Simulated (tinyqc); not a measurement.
Inside a calculation. Method: tight binding, honeycomb lattice. One step of it, computed by the program tinyqc.

Question. Bloch Hamiltonian at K. H_AB = -t1 (1 + exp(-i k.a1) + exp(-i k.a2)); H_AA = delta - 2 t2 sum cos(k.b + phi), H_BB = -delta - 2 t2 sum cos(k.b - phi), b = a1, a2 - a1, -a2.

Parameters chosen for this model:
```
parameter,value,unit
t1,1.470000,"eV, nearest"
t2,0.100000,"eV, second neighbours"
phi,1.570000,"rad, phase of t2 (Haldane)"
delta,1.080000,"eV, +/- on A and B"
```

k point K (fractions of the reciprocal vectors): 0.333333  0.666667

Give: H(k) at K.

Answer.

H(k) at K (eV):
```
,A,B
A,1.5999,0.0000
B,0.0000,-1.5994
```
